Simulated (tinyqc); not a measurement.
Capture against depth of the level: configuration-coordinate model of carrier capture at a defect.

Two parabolas of equal curvature k in one coordinate Q: with the carrier free at the band edge, U_f = k Q^2/2; with the carrier trapped, U_t = k (Q - dQ)^2/2 - ET. ER = k dQ^2/2, Huang-Rhys factor S = ER/hw, hw = 0.0646541 sqrt(k/M) eV for k in eV/angstrom^2 and M in u. The curves cross at a height Eb = (ER - ET)^2/(4 ER) above the free minimum.

Multiphonon factor for giving p = ET/hw phonons to the lattice: W = exp(-S (2 nb + 1)) ((nb + 1)/nb)^(p/2) I_p(x), nb = 1/(exp(hw/kT) - 1), x = 2 S sqrt(nb (nb + 1)), I_p the modified Bessel function. Classical limit: W = hw exp(-Eb/kT)/sqrt(4 pi ER kT). At T = 0: exp(-S) S^p/Gamma(p + 1).

Constants: kB = 8.617333262e-05 eV/K.

Parameters, chosen for this exercise (out of a larger set: of the size met at a deep level in Si; not measured data):
```
symbol  value  unit  meaning
ER      0.13   eV    relaxation energy
hw      0.034  eV    phonon energy of the mode
T       300    K     temperature
```

ET is varied at fixed ER, hw and T, as by moving the band edge with alloying or pressure.

Against ET:
```
ET/ER  ET (eV)  Eb (eV)  log10 W  log10 W, classical
0.10     0.013   0.0263   -1.179              -1.224
0.25     0.033   0.0183   -1.050              -1.088
0.50     0.065   0.0081   -0.897              -0.918
0.75     0.098   0.0020   -0.818              -0.815
1.00     0.130   0.0000   -0.807              -0.781
1.25     0.163   0.0020   -0.856              -0.815
1.50     0.195   0.0081   -0.960              -0.918
2.00     0.260   0.0325   -1.314              -1.327
3.00     0.390   0.1300   -2.495              -2.965
```

What can be read from this table?

Capture is fastest at ET/ER = 1 among these rows, where the barrier vanishes or nearly so. The classical form is symmetric about ET = ER; the quantum one gives -0.90 at 0.5 and -0.96 at 1.5, against -0.92 for both. At ET = 3 ER it lies 0.5 decades above the classical value: deep levels capture by emitting many phonons, and the rate falls with depth by 9.1 decades per eV between the last two rows. Rows deeper than the gap of the host are formal.

tinyqc: `OMP_NUM_THREADS=1 python tinyqc.py 1480919 1480920 out.jsonl`; about 0.01 s, one thread, shared Intel(R) Xeon(R) Processor @ 2.30GHz.
